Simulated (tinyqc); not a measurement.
# Series resistance and length offset from two lengths at two overdrives

Inverse problem. In strong inversion R W = Rsd + k(x)(L - dL), k(x) = (1 + th1 x)/(mu0 Cox x), x the overdrive, Cox = eps0 eox/tox, with Rsd and dL independent of x. Find dL, Rsd, mu0 and th1.

Inputs (values chosen for the exercise):
- eox = 7.37 (relative permittivity of the gate insulator (close to silicon nitride))
- tox = 5.1 nm (insulator thickness)

Constants: eps0 = 8.8541878128e-14 F/cm where lengths are in cm. Results are converted to the units shown.

total resistance times width (ohm um):
```
,L = 0.056 um,L = 0.35 um
overdrive 0.47 V,833.432584,5866.65366
overdrive 1.08 V,566.119294,3475.28341
```

Solution. At each overdrive R W is a straight line in L; the two lines cross at L = dL, R W = Rsd. Their slopes give k x = (1 + th1 x)/(mu0 Cox), a straight line in x.

dL = 0.0190 um
Rsd = 200 ohm um
mu0 = 130 cm^2/(V s)
th1 = 0.720 1/V

Program tinyqc, `OMP_NUM_THREADS=1 python tinyqc.py 2210052 2210053 out.jsonl`; Intel Xeon 2.30GHz, shared host, one thread, about 0.01 s.
